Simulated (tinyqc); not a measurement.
Tight binding, honeycomb lattice, step by step. One step of it, computed by the program tinyqc.

Question. Bloch Hamiltonian at K. H_AB = -t1 (1 + exp(-i k.a1) + exp(-i k.a2)); H_AA = delta - 2 t2 sum cos(k.b + phi), H_BB = -delta - 2 t2 sum cos(k.b - phi), b = a1, a2 - a1, -a2.

Parameters chosen for this model:
```
parameter,value,unit
t1,2.650000,"eV, nearest"
t2,0,"eV, second neighbours"
phi,1.570000,"rad, phase of t2 (Haldane)"
delta,0,"eV, +/- on A and B"
```

k point K (fractions of the reciprocal vectors): 0.333333  0.666667

Give: H(k) at K.

Answer.

H(k) at K (eV):
```
,A,B
A,0.0000,0.0000
B,0.0000,0.0000
```
